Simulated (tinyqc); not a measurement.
Trap density from one capacitance.

Question. Traps spread evenly through the insulator exchange electrons with the semiconductor by tunnelling, with tau(x) = t0 exp(2 ka x) at depth x from the interface. The admittance per area Y seen at depth x obeys dY/dx = -Y^2/(i w eps0 eox) + q Nb ln(1 + i w tau)/tau, with Y(0) = i w Cs and w = 2 pi f; the gate sees Y(tox) = G + i w C. Working variable y = Y/(i w), in uF/cm^2. Cox = eps0 eox/tox. Find Nb and G/w.

Values chosen for this exercise:

| symbol | value | unit | meaning |
|---|---|---|---|
| eox | 19.7 |  | relative permittivity of the insulator |
| tox | 7.8 | nm | insulator thickness |
| Cs | 5.1 | uF/cm^2 | semiconductor capacitance in accumulation |
| ka | 3.4 | 1/nm | decay constant of the wave function in the insulator |
| t0 | 3e-9 | s | time constant of a trap at the interface |
| f | 1e6 | Hz | frequency |

Constants: q = 1.602176634e-19 C, eps0 = 8.8541878128e-14 F/cm where lengths are in cm. Results are converted to the units shown.

C = 1.6587668 uF/cm^2

Solution. C rises steadily with Nb, so one density matches; in practice ka and t0 must come from the frequency dependence.

Nb = 8.600e19 cm^-3 eV^-1
G/w = 0.03449 uF/cm^2

Computed by the program tinyqc: `OMP_NUM_THREADS=1 python tinyqc.py 2202088 2202089 out.jsonl`, one thread of a shared Intel Xeon 2.30GHz, about 0.5 s for the whole run.
